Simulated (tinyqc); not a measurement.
Tight binding, kagome lattice, step by step. Computed by tinyqc, a small Python program that keeps every step. Settings: t1 = 0.69, t2 = 0.69, delta = -0.57, bands filled = 1. Command: `OMP_NUM_THREADS=1 python tinyqc.py 30421 30422 out.jsonl` (the two numbers bound the seeds that draw the settings). One thread of a shared host (Intel(R) Xeon(R) Processor @ 2.60GHz), about 0.01 s of CPU time with the checks.

## Bloch Hamiltonian at k

Parameters chosen for this model:
```
parameter      value                unit
t1          0.690000    eV, up triangles
t2          0.690000  eV, down triangles
delta      -0.570000        eV on site C
```

k point k (fractions of the reciprocal vectors): -0.2800  -0.3600

H_AB = -t1 - t2 exp(-i k.a1), H_AC = -t1 - t2 exp(-i k.a2), H_BC = -t1 - t2 exp(i k.(a1 - a2)), H_CC = delta.

H(k) at k (eV):
```
                 A                B                C
A           0.0000  -0.5607-0.6778i  -0.2502-0.5317i
B  -0.5607+0.6778i           0.0000  -1.2947-0.3324i
C  -0.2502+0.5317i  -1.2947+0.3324i          -0.5700
```

## Levels at k

Diagonalise the Hermitian matrix.

eigenvalues (eV): -2.1363  0.3672  1.1990

weights |c|^2 of the basis functions:
```
   band 1  band 2  band 3
A  0.1867  0.6927  0.1206
B  0.3594  0.0005  0.6401
C  0.4539  0.3068  0.2393
```

## Bloch Hamiltonian at K

k point K (fractions of the reciprocal vectors): 0.3333  0.6667

As before.

H(k) at K (eV):
```
                 A                B                C
A           0.0000  -0.3450+0.5976i  -0.3450-0.5976i
B  -0.3450-0.5976i           0.0000  -0.3450+0.5976i
C  -0.3450+0.5976i  -0.3450-0.5976i          -0.5700
```

## Levels at K

As before.

eigenvalues (eV): -1.1015  -0.6900  1.2215

weights |c|^2 of the basis functions:
```
   band 1  band 2  band 3
A  0.1144  0.5000  0.3856
B  0.1144  0.5000  0.3856
C  0.7712  0.0000  0.2288
```

## Bands along a path

The same steps at evenly spaced points between the labelled ones.

Bands along the path (eV):
```
k           band 1   band 2  band 3
G          -2.9682   1.0182  1.3800
G-K 0.20   -2.8470   0.9212  1.3558
G-K 0.40   -2.5038   0.6142  1.3196
G-K 0.60   -1.9975   0.1368  1.2907
G-K 0.80   -1.4219  -0.4085  1.2604
K          -1.1015  -0.6900  1.2215
K-M 0.20   -1.2661  -0.5019  1.1981
K-M 0.40   -1.4416  -0.3014  1.1730
K-M 0.60   -1.5788  -0.1403  1.1491
K-M 0.80   -1.6649  -0.0361  1.1310
M          -1.6941        0  1.1241
M-K' 0.20  -1.6649  -0.0361  1.1310
M-K' 0.40  -1.5788  -0.1403  1.1491
M-K' 0.60  -1.4416  -0.3014  1.1730
M-K' 0.80  -1.2661  -0.5019  1.1981
K'         -1.1015  -0.6900  1.2215
```

With 1 band(s) filled, the highest filled level on these points lies at K and the lowest empty one at K: a gap of 0.4115 eV, direct.
